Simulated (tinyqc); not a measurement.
# Changing the HF added

Model: speciation in dilute and buffered hydrofluoric acid, oxide etch rate and bath loading. Computed by tinyqc, a small Python program. Command: `OMP_NUM_THREADS=1 python tinyqc.py 3120186 3120187 out.jsonl hfetch sweep`. One thread of a shared host (Intel(R) Xeon(R) Processor @ 2.30GHz), about 0.01 s of CPU time with the checks.

Concentrations stand for activities, NH4+ and Cl- are spectators, and water ionisation is neglected. H, F and HF2 denote the ions H+, F- and HF2-. The base temperature is 298 K.

Inputs (values chosen for the exercise, of the order of those for thermal oxide at room temperature):

| quantity | value | unit |
|---|---|---|
| NH4F added | 0 | mol/L |
| HCl added | 0 | mol/L |
| K1 = [H][F]/[HF] | 0.000719 | mol/L |
| K2 = [HF2]/([HF][F]) | 3.63 | L/mol |
| K3 = [H2F2]/[HF]^2 | 3 | L/mol |
| rate constant of neutral HF k_a | 9.1 | nm L/(min mol) |
| rate constant of HF2 k_b | 55 | nm L/(min mol) |
| activation energy | 0.36 | eV |
| temperature error | 0.85 | K |
| oxide removed per wafer | 5.5 | nm |

Constants: k_B = 8.617333262e-05 eV/K.

Method:
- Fluoride balance: [HF] + [F] + 2 [HF2] + 2 [H2F2] = HF added + NH4F added. Acid balance: [H] + [HF] + [HF2] + 2 [H2F2] = HF added + HCl added. For a trial [H], [HF] = [H][F]/K1, and the fluoride balance is a quadratic in [F].
- The root is refined to 1e-13 in pH = -log10 [H].
- Rate = k_a ([HF] + 2 [H2F2]) + k_b [HF2], an empirical two-term form.
- Time = oxide/rate; a temperature error changes the rate by exp((E_a/k_B)(1/298 - 1/(298 + error))) - 1.

One run for each value:

| HF added (mol/L) | etch rate (nm/min) | pH | share of HF2 in the rate (%) | [HF2] (mol/L) |
|---|---|---|---|---|
| 0.005 | 3.2149e-02 | 2.8064 | 3.2121 | 1.8776e-05 |
| 0.012 | 8.9518e-02 | 2.5905 | 4.9252 | 8.0163e-05 |
| 0.028 | 2.3122e-01 | 2.3943 | 6.8046 | 2.8607e-04 |
| 0.067 | 5.9438e-01 | 2.2028 | 8.4112 | 9.0899e-04 |
| 0.16 | 1.4810e+00 | 2.0200 | 9.0566 | 2.4387e-03 |
| 0.37 | 3.4885e+00 | 1.8480 | 8.6072 | 5.4593e-03 |
| 0.89 | 8.4198e+00 | 1.6690 | 7.3405 | 1.1237e-02 |
| 2.1 | 1.9774e+01 | 1.4927 | 5.7949 | 2.0834e-02 |
| 5 | 4.6733e+01 | 1.3124 | 4.2981 | 3.6520e-02 |

What does the table show, and why?

Over the rows, etch rate (nm/min) rises from 0.0321 to 46.7 (exponent d ln y / d ln x 1.2 between the first rows and 0.99 between the last); pH falls from 2.81 to 1.31; share of HF2 in the rate (%) goes from 3.21 through a maximum among these rows, 9.06 at 0.160, to 4.30. At the high end the exponent of etch rate is 0.99, close to 1: the rate follows the acid added.

Extremes, crossings and ranges named in words are read from the listed rows.
